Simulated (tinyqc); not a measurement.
## Fully depleted semiconductor-on-insulator film with two gates, non-linear Poisson equation by Newton steps: threshold and coupling against the acceptor density of the film

One dimension across the film, front interface at x = 0, back interface at x = ts. psi is counted from the intrinsic level, n = ni exp(psi/Vt) (source grounded), holes neglected, acceptors ionised. Gates act through Cox = eps0 eox/tox and Cbox = 3.9 eps0/tb with potentials G1 = Vg - (phiM - chi - Vt ln(Nc/ni)) and G2 = Vb - (phiB - chi - Vt ln(Nc/ni)). Classical Boltzmann densities, no interface charge, no depletion in the back plane.

ni = sqrt(Nc Nv) exp(-Eg/(2 Vt)), Eg in volts. The Poisson equation eps0 eps_r d2psi/dx2 = q (n + Na), with -eps0 eps_r dpsi/dx = Cox (G1 - psi) at x = 0 and eps0 eps_r dpsi/dx = Cbox (G2 - psi) at x = ts, is solved on 300 equal intervals with half boxes at both ends; N_inv is the trapezoid sum of n. VT is the Vg for N_inv = 1e11 cm^-2; -dVT/dVb from the linearised equation. Limits with Cs = eps0 eps_r/ts: front channel Cs Cbox/(Cox (Cs + Cbox)), back channel Cbox (Cox + Cs)/(Cox Cs). Swing at N_inv = 1e8 cm^-2.

Values chosen for this exercise; band and dielectric values close to those of silicon:
- T = 300 K (temperature)
- Eg = 1.12 eV (band gap)
- eps_r = 11.6 (relative permittivity)
- Nc = 2.82e19 cm^-3 (conduction-band density of states at T)
- Nv = 2.68e19 cm^-3 (valence-band density of states at T)
- chi = 4.07 eV (electron affinity)
- eox = 3.9 (relative permittivity of the gate insulator (close to silicon dioxide))
- tox = 4.5 nm (insulator thickness)
- ts = 18 nm (film thickness)
- tb = 13 nm (buried-oxide thickness (eps_r 3.9))
- phiM = 4.54 eV (work function of the front gate)
- phiB = 4.12 eV (work function of the back plane)
- Vb = -1.1 V (back-gate voltage)

Constants: q = 1.602176634e-19 C, kB = 1.380649e-23 J/K, Vt = kB T/q, eps0 = 8.8541878128e-14 F/cm where lengths are in cm. Results are converted to the units shown.

The same in every row: front-channel limit = 0.236; back-channel limit = 0.812.

Result of one run:
```
Na (cm^-3)  VT (V)  centroid/ts at VT  -dVT/dVb  swing (mV/decade)
2e18          1.32             0.0223     0.245               74.2
```

What becomes of these results when the acceptor density of the film Na is changed from 2e18 to 3e16 cm^-3, all else the same?

Result of the changed run:
```
Na (cm^-3)  VT (V)  centroid/ts at VT  -dVT/dVb  swing (mV/decade)
3e16         0.657             0.0733     0.266               75.8
```

The whole series:
```
Na (cm^-3)  VT (V)  centroid/ts at VT  -dVT/dVb  swing (mV/decade)
1e15         0.646             0.0755     0.266               75.9
3e15         0.647             0.0754     0.266               75.9
9e15         0.649             0.0749     0.266               75.9
3e16         0.657             0.0733     0.266               75.8
8e16         0.674             0.0697     0.264               75.7
2e17         0.716             0.0622     0.261               75.4
7e17         0.887             0.0421     0.253               74.8
2e18          1.32             0.0223     0.245               74.2
```

As Na goes from 1e15 to 2e18, VT rises from 0.646 to 1.32 V, the centroid falls from 0.0755 to 0.0223 of ts and -dVT/dVb falls from 0.266 to 0.245. The coupling covers 5.26 % of the way from the front-channel to the back-channel limit in the first row and 1.53 % in the last.

Computed by the program tinyqc: `OMP_NUM_THREADS=1 python tinyqc.py 2190046 2190047 out.jsonl`, one thread of a shared Intel Xeon 2.30GHz, about 0.4 s for the whole run.
